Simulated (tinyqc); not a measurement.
Capacitances against the line height.

Endless row of lines of width wl, height tl and space sl between grounded planes at distance hd; e2 fills the gaps beside the lines, e1 the rest. Laplace's equation is solved on meshes of 3, 6 and 12 steps per unit u and extrapolated (Aitken), which is good to about 0.2 %. C_even (all lines at 1 V) is the capacitance Cg to the planes; C_odd (neighbours in antiphase) = Cg + 4 Cc if only nearest neighbours couple, which defines Cc; total with quiet neighbours Cg + 2 Cc. Plate values 2 eps0 e1 wl/hd and eps0 e2 tl/sl.

Inputs (values chosen for the exercise):

| symbol | value | unit | meaning |
|---|---|---|---|
| e1 | 3 |  | relative permittivity above and below the lines |
| e2 | 7 |  | relative permittivity between the lines |
| wl | 6 | u | line width, in units u |
| sl | 8 | u | space between lines |
| hd | 8 | u | distance to each plane |

Constants: eps0 = 8.8541878128e-12 F/m. Results are converted to the units shown.

The same in every row: plate Cg (aF/um) = 39.8.

Result of one run:
columns A: tl (u); B: Cg (aF/um); C: Cc (aF/um); D: Cg + 2 Cc (aF/um); E: C_odd (aF/um); F: plate Cc (aF/um); G: share of coupling, 2 Cc/(Cg + 2 Cc) (%)
```
A      B    C    D    E    F     G
16  88.3  129  346  605  124  74.5
```

What becomes of these results when the line height tl is changed from 16 to 6 u, all else the same?

Result of the changed run:
columns A: tl (u); B: Cg (aF/um); C: Cc (aF/um); D: Cg + 2 Cc (aF/um); E: C_odd (aF/um); F: plate Cc (aF/um); G: share of coupling, 2 Cc/(Cg + 2 Cc) (%)
```
A     B     C    D    E     F     G
6  87.7  51.7  191  295  46.5  54.1
```

The whole series:
columns A: tl (u); B: Cg (aF/um); C: Cc (aF/um); D: Cg + 2 Cc (aF/um); E: C_odd (aF/um); F: plate Cc (aF/um); G: share of coupling, 2 Cc/(Cg + 2 Cc) (%)
```
A      B     C    D    E     F     G
2   84.5  21.4  127  170  15.5  33.6
4   86.8  36.4  160  233  31.0  45.6
6   87.7  51.7  191  295  46.5  54.1
8   88.0  67.2  222  357  62.0  60.4
12  88.3  98.1  284  481  93.0  69.0
16  88.3   129  346  605   124  74.5
```

As tl goes from 2 to 16, Cg rises from 84.5 to 88.3 aF/um, Cc rises from 21.4 to 129 aF/um and the share of coupling rises from 33.6 to 74.5 %. Cg is 2.12 times its plate value in the first row and 2.22 times in the last; for Cc the ratios are 1.38 and 1.04. Neighbours in antiphase raise the load by a factor of 1.34 and 1.75 over quiet ones.

Numbers from tinyqc (`OMP_NUM_THREADS=1 python tinyqc.py 2790162 2790163 out.jsonl`; about 1 s on one thread of a shared Intel Xeon 2.30GHz).
